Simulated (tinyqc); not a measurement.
Inside a calculation. Method: plane-wave Kohn-Sham cycle with exchange-only LDA in a layered model solid. One step of it, computed by the program tinyqc.

Task: Iteration 2: levels at that k. Diagonalise the Hermitian matrix.

H (hartree), order -3, -2, -1, +0, +1, +2, +3:
```
[[4.476766, -0.159142, 0.000840, 0.000281, -0.000015, 0.000002, 0.000000],
 [-0.159142, 1.783252, -0.159142, 0.000840, 0.000281, -0.000015, 0.000002],
 [0.000840, -0.159142, 0.223849, -0.159142, 0.000840, 0.000281, -0.000015],
 [0.000281, 0.000840, -0.159142, -0.201443, -0.159142, 0.000840, 0.000281],
 [-0.000015, 0.000281, 0.000840, -0.159142, 0.507376, -0.159142, 0.000840],
 [0.000002, -0.000015, 0.000281, 0.000840, -0.159142, 2.350307, -0.159142],
 [0.000000, 0.000002, -0.000015, 0.000281, 0.000840, -0.159142, 5.327350]]
```

Give: eigenvalues.

Result:

eigenvalues (hartree): [-0.2847, 0.2523, 0.5322, 1.7901, 2.3556, 4.4862, 5.3359]
